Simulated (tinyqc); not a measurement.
A log to judge: global model of a low-pressure process discharge: electron temperature, density, ion flux and ion energy. Computed by tinyqc. Command: `OMP_NUM_THREADS=1 python tinyqc.py 3112643 3112644 out.jsonl plasma walk`. One thread of a shared host (Intel(R) Xeon(R) Processor @ 2.30GHz), about 0.01 s of CPU time with the checks.

Maxwellian electrons with temperature T_e in eV, one positive ion, no negative ions, uniform bulk density n; rate constants have the Arrhenius form.

Inputs (values chosen for the exercise, of the order of those of an inductive discharge in a simple atomic gas): ion mass M = 28 u; ionisation prefactor K0 = 3.8e-14 m^3/s; ionisation energy E_iz = 13.2 eV; ion-neutral cross section = 1.1e-18 m^2; pressure p = 0.97 Pa; gas temperature T_g = 400 K; radius R = 14 cm; height L = 14 cm; mixing = 1.

Constants: k_B = 1.380649e-23 J/K; e = 1.602176634e-19 C; u = 1.6605390666e-27 kg.

Method:
- n_g = p/(k_B T_g); lambda_i = 1/(n_g sigma); h_L = 0.86/sqrt(3 + L/(2 lambda_i)), h_R = 0.8/sqrt(4 + R/lambda_i); A_eff = 2 pi R^2 h_L + 2 pi R L h_R; d_eff = pi R^2 L/A_eff.
- Particle balance: K0 exp(-E_iz/T_e) n_g d_eff = u_B, u_B = sqrt(e T_e/M).
- Cycle: T_out = T sqrt(loss/creation) with loss/creation = u_B/(K0 exp(-E_iz/T) n_g d_eff); T -> T + mixing (T_out - T), kept between 0.3 and 60 eV, from 3 eV; stop at |T_out - T| < 1e-9 eV or after 60 steps.

Course:
```
step   T (eV)  T_out (eV)  residual (eV)
0      3.0000      1.3385        -1.6615
1      1.3385      7.4905         6.1520
2      7.4905      1.1235        -6.3670
3      1.1235     15.4621        14.3386
4     15.4621      1.7649       -13.6972
5      1.7649      3.2153         1.4504
6      3.2153      1.2597        -1.9556
...       ...         ...            ...
53     1.9609      2.5240         0.5630
54     2.5240      1.6331        -0.8908
55     1.6331      3.9460         2.3129
56     3.9460      1.1126        -2.8334
57     1.1126     16.1761        15.0635
58    16.1761      1.8325       -14.3436
59     1.8325      2.9357         1.1032
```

Can the last value be used, and what does the course show?

No. Not converged in 60 steps: the residual wanders without falling. The slope of T_out at the root is 5/4 - E_iz/(2 T_e), and the cycle needs |1 + mixing (slope - 1)| < 1. Reruns converge with mixing = 0.3; or with mixing = 0.15.
